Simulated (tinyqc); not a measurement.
Inside a calculation. Method: G0W0 on RHF in the 6-31g basis, for H3+, spin multiplicity 1. One step of it, computed by the program tinyqc.

Problem. Iteration 5 (converged): orbitals. Diagonalise F' = X^T F X, C = X C', fill 1 alpha and 1 beta electrons from the bottom; D = 2 C_occ C_occ^T. Each column has its largest component positive (the first on a tie).

converged F (hartree), lower triangle:
```
           1H 1s      1H 2s      2H 1s      2H 2s      3H 1s      3H 2s
1H 1s  -0.501202
1H 2s  -0.795816  -0.761461
2H 1s  -0.666958  -0.699619  -0.501202
2H 2s  -0.699619  -0.733564  -0.795816  -0.761461
3H 1s  -0.666929  -0.699599  -0.666929  -0.699599  -0.501181
3H 2s  -0.699606  -0.733555  -0.699606  -0.733555  -0.795801  -0.761452
```

X, lower triangle:
```
           1H 1s      1H 2s      2H 1s      2H 2s      3H 1s     3H 2s
1H 1s   1.273680
1H 2s  -0.507905   2.005770
2H 1s  -0.084968   0.035342   1.273680
2H 2s   0.035342  -0.581964  -0.507905   2.005770
3H 1s  -0.084948   0.035337  -0.084948   0.035337   1.273676
3H 2s   0.035339  -0.581906   0.035339  -0.581906  -0.507903  2.005721
```

Give: F' = X^T F X; orbital energies; coefficients C; D after iteration 5.

Solution.

F' = X^T F X (hartree), lower triangle:
```
         1        2        3        4        5        6
1   0.1121
2  -0.5510  -0.0164
3  -0.3276  -0.1012   0.1121
4  -0.1012  -0.1490  -0.5510  -0.0164
5  -0.3276  -0.1012  -0.3276  -0.1012   0.1121
6  -0.1012  -0.1490  -0.1012  -0.1490  -0.5510  -0.0164
```

orbital energies (hartree): MO1 -1.1908, MO2 -0.1891, MO3 -0.1891, MO4 0.3333, MO5 0.7613, MO6 0.7614

coefficients C:
```
          MO1      MO2      MO3      MO4      MO5      MO6
1H 1s  0.3187  -0.1423   0.2464   0.6069   0.5801  -1.0049
1H 2s  0.1255  -0.7302   1.2649  -0.5332  -0.7949   1.3769
2H 1s  0.3187  -0.1423  -0.2464   0.6069   0.5801   1.0049
2H 2s  0.1255  -0.7302  -1.2649  -0.5332  -0.7949  -1.3769
3H 1s  0.3187   0.2846   0.0000   0.6068  -1.1603   0.0000
3H 2s  0.1255   1.4605   0.0000  -0.5331   1.5899   0.0000
```

D after iteration 5, lower triangle:
```
        1H 1s   1H 2s   2H 1s   2H 2s   3H 1s   3H 2s
1H 1s  0.2031
1H 2s  0.0800  0.0315
2H 1s  0.2031  0.0800  0.2031
2H 2s  0.0800  0.0315  0.0800  0.0315
3H 1s  0.2031  0.0800  0.2031  0.0800  0.2031
3H 2s  0.0800  0.0315  0.0800  0.0315  0.0800  0.0315
```
